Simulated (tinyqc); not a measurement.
Geometry relaxation of a small cluster: one step, computed by the program tinyqc. Command: `OMP_NUM_THREADS=1 python tinyqc.py 3005249 3005250 out.jsonl relax walk`. One thread of a shared host (Intel(R) Xeon(R) Processor @ 2.30GHz), about 0.02 s of CPU time with the checks.

E = sum_i {sum_j A exp(-p (r_ij/r0 - 1)) - xi sqrt(rho_i)}, rho_i = sum_j exp(-2 q (r_ij/r0 - 1)); the force on i is -sum_j w_ij (R_i - R_j)/r_ij with w_ij = -(2p/r0) A exp(-p (r_ij/r0 - 1)) + (xi q/r0) exp(-2 q (r_ij/r0 - 1)) (rho_i^(-1/2) + rho_j^(-1/2)).

Question. Energy and forces at the start. Evaluate E and the forces at the starting positions.

Inputs (values chosen for the exercise, for model atoms): length r0 = 2.64 angstrom; repulsion A = 0.16 eV; hopping xi = 1.69 eV; decay p = 10.3; decay q = 3.37.

Potential: Gupta. Method: conjugate gradient.

starting positions (angstrom), rows atom 1, atom 2, atom 3, atom 4, atom 5, columns x, y, z:
```
[[-0.04, 0.04, -0.04],
 [2.61, -0.13, -0.18],
 [1.11, 2.09, -0.02],
 [1.3, 0.87, 2.1],
 [1.16, 0.74, -2.07]]
```

Give: distances; energy at the start; forces.

Answer.

distances (angstrom): 1-2 2.6591, 1-3 2.3506, 1-4 2.6578, 1-5 2.4599, 2-3 2.6840, 2-4 2.8133, 2-5 2.5360, 3-4 2.4533, 3-5 2.4551, 4-5 4.1744

energy at the start = -13.654 eV

forces (eV/angstrom), rows atom 1, atom 2, atom 3, atom 4, atom 5, columns x, y, z:
```
[[1.3874, 0.2507, 0.2066],
 [-2.0686, 1.2474, 0.1025],
 [0.5318, -1.0867, 0.2256],
 [-0.0949, -0.2004, -2.0584],
 [0.2443, -0.2110, 1.5237]]
```
